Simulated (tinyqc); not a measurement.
Worked calculation: RKS/B3LYP (VWN-RPA form) in the sto-3g basis, for H3+, spin multiplicity 1. One step of it, computed by the program tinyqc.

Task: Orthogonalisation. S = U s U^T; canonical form X = U s^(-1/2), so that X^T S X = 1. Each column of U has its largest component positive (the first on a tie).

overlap S:
```
          1H 1s     2H 1s     3H 1s
1H 1s  1.000000  0.600842  0.600842
2H 1s  0.600842  1.000000  0.202550
3H 1s  0.600842  0.202550  1.000000
```

Give: eigenvalues of S; X.

Result:

eigenvalues of S: 0.246  0.797  1.957

X:
```
            1       2      3
1H 1s   1.509   0.000  0.475
2H 1s  -0.947   0.792  0.378
3H 1s  -0.947  -0.792  0.378
```
